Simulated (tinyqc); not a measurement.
# Inversion-layer mobility, back-scattering and ballistic limit of a field-effect transistor, step by step

A worked calculation. Computed by tinyqc, a small Python program that keeps every step. Command: `OMP_NUM_THREADS=1 python tinyqc.py 3020396 3020397 out.jsonl mos walk`. One thread of a shared host (Intel(R) Xeon(R) Processor @ 2.30GHz), about 0.01 s of CPU time with the checks. Intermediate numbers are printed to about 7 digits and carried at full precision; extremes and crossings named in words are read from the listed rows.

The charge at the top of the source barrier is fixed by the gate; series resistance and short-channel effects are left out. F_j are Fermi integrals normalised to exp(eta) in the classical limit.

Inputs (values chosen for the exercise, modelled on an InGaAs n-channel): transport mass m = 0.046 m_0; valley degeneracy g_v = 1; weight w of the inversion charge = 0.5; permittivity eps = 13.9; phonon mobility at 1 MV/cm and 300 K, mu_ph = 3100 cm^2/(V s); roughness mobility at 1 MV/cm, mu_sr = 3100 cm^2/(V s); Coulomb mobility at N_inv = 1e12/cm^2, mu_C = 1600 cm^2/(V s); electrical oxide thickness t_inv = 1.4 nm; depletion charge N_dep = 1.2e+11 1/cm^2; gate overdrive V_G - V_T = 0.91 V; drain voltage V_D = 1.1 V; channel length L = 150 nm; exponent a of the critical length = 0.72; temperature T = 400 K.

Statistics at the top of the barrier: Fermi-Dirac.

Constants: eps_0 = 8.8541878128e-12 F/m; e = 1.602176634e-19 C; m_0 = 9.1093837015e-31 kg; k_B = 1.380649e-23 J/K; hbar = 1.054571817e-34 J s; k_B = 8.617333262e-05 eV/K.

## Charge and field

N_inv = 3.9 eps_0 (V_G - V_T)/(e t_inv); effective field E_eff = e (N_dep + w N_inv)/(eps eps_0).

inversion density N_inv = 1.400930e+13 1/cm^2

effective field E_eff = 0.9274922 MV/cm

## Effective mobility

mu_phonon = mu_ph (E_eff/1 MV/cm)^(-0.3) (T/300 K)^(-1.75); mu_rough = mu_sr (E_eff/1 MV/cm)^(-2); mu_Coulomb = mu_C (N_inv/1e12 cm^-2) (T/300 K); Matthiessen's rule adds 1/mu.

phonon part = 1916.575 cm^2/(V s)

roughness part = 3603.638 cm^2/(V s)

Coulomb part = 29886.50 cm^2/(V s)

effective mobility mu = 1200.882 cm^2/(V s)

The phonon part is the lowest and holds 63 % of 1/mu.

## Ballistic limit

F_j(eta) = (1/Gamma(j + 1)) int_0^infinity x^j/(1 + exp(x - eta)) dx, F_0 = ln(1 + exp(eta)). Integrals over x = E/(k_B T) use 160 Gauss-Legendre points in u = sqrt(x) from 0 to sqrt(max(eta, 0) + 32). Ballistic channel: N_2D = g_v m k_B T/(pi hbar^2), U = e V_D/(k_B T); eta_F solves N_inv = (N_2D/2)[F_0(eta_F) + F_0(eta_F - U)]; v_T = sqrt(2 k_B T/(pi m)); I/W = e (N_2D/2) v_T [F_1/2(eta_F) - F_1/2(eta_F - U)]; injection velocity v_T F_1/2(eta_F)/F_0(eta_F).

N_2D = 6.623506e+11 1/cm^2

eta_F = 37.10432

thermal velocity v_T = 2.896598 1e7 cm/s

injection velocity = 13.28476 1e7 cm/s

ballistic current I/W = 24721.50 microampere/micrometre

Degeneracy raises the injection velocity by a factor 4.59. Caution: the Fermi level lies so high that further subbands and non-parabolicity matter.

## Back-scattering

Mean free path lambda = (2 k_B T/e)(mu/v_T) F_0(eta_0)/F_-1/2(eta_0), with eta_0 from N_inv = N_2D F_0(eta_0); critical length l = L (1 + U)^(-a), an empirical rule; back-scattering r = l/(l + lambda). Then eta solves N_inv = (N_2D/2)[(1 + r) F_0(eta) + (1 - r) F_0(eta - U)] and I/W = e (N_2D/2) v_T (1 - r)[F_1/2(eta) - F_1/2(eta - U)]. Ballistic ratio: I over the ballistic current. Apparent mobility 1/(1/mu + 1/mu_B), mu_B = mu L/lambda.

eta_0 = 21.15088

mean free path lambda = 116.5970 nm

critical length l = 12.12250 nm

back-scattering coefficient r = 0.09417763

current I/W = 21448.93 microampere/micrometre

ballistic ratio = 0.8676226

apparent low-field mobility = 675.6725 cm^2/(V s)

L/lambda = 1.29, but at this drain voltage only the first 12.1 nm can return a carrier to the source, so the device works at 87 % of its ballistic limit. Caution: the current exceeds the long-channel drift law, so the empirical rule for l, meant for short channels, is too generous here. Caution: in a degenerate gas the layer that can return carriers is set by E_F rather than k_B T, so l is underestimated.

## Channel length

The last column is the long-channel law e N_inv mu V/L with V = V_D - V_D^2/(2 V_ov) below pinch-off and V_ov/2 above, V_ov = V_G - V_T.

Currents (microampere/micrometre):
```
L (nm)          r       I/W  ballistic ratio  long-channel law
5       0.0034537  24599.29        0.9950565          245283.5
10      0.0068836  24478.09        0.9901539          122641.8
20      0.0136730  24238.67        0.9804691           61320.9
40      0.0269772  23771.41        0.9615682           30660.4
80      0.0525370  22880.71        0.9255388           15330.2
160     0.0998294  21256.40        0.8598343            7665.1
400     0.2170687  17346.76        0.7016869            3066.0
1000    0.4093772  11200.61        0.4530718            1226.4
```

The current scales as L^-0.48 at the long end and as L^-0.01 at the short end, where it reaches 100 % of the ballistic 24700. The long-channel law passes the ballistic limit between 40.0 and 80.0 nm and has no meaning below. At 1000 nm the model gives 9.13 times the long-channel law; the rule for l is a fit for short devices and fails wherever the model exceeds that law. Raising mu by 10 % at 20 nm raises I by 0.2 %.

## The mobility curve

The formulas are those given above.

Mobilities (cm^2/(V s)):
```
V_G - V_T (V)  N_inv (1/cm^2)  E_eff (MV/cm)    phonon     roughness   Coulomb     total
0.03             4.618449e+11       0.045683  4729.242  1.485408e+06    985.27   814.946
0.06             9.236898e+11       0.075745  4063.616  5.403230e+05   1970.54  1323.780
0.12             1.847380e+12       0.135868  3410.228  1.679288e+05   3941.08  1808.553
0.20             3.078966e+12       0.216033  2967.311  6.642359e+04   6568.46  1982.935
0.35             5.388191e+12       0.366341  2532.522  2.309885e+04  11494.81  1904.213
0.50             7.697415e+12       0.516649  2284.337  1.161368e+04  16421.15  1710.085
0.75             1.154612e+13       0.767163  2028.862  5.267276e+03  24631.73  1382.482
1.00             1.539483e+13       1.017677  1863.957  2.993240e+03  32842.30  1109.844
1.50             2.309225e+13       1.518705  1653.015  1.344048e+03  49263.46   730.314
```

The lowest part is Coulomb from 0.0300 to 0.0600, phonon from 0.120 to 1.00, roughness at 1.50 V. The total peaks at 1983 near E_eff = 0.22 MV/cm: screening lifts it at low density and the field presses it down at high density.

Checks made by the program: long channel and small V_D against the drift formula e N mu V_D/L (relative difference 2e-04).
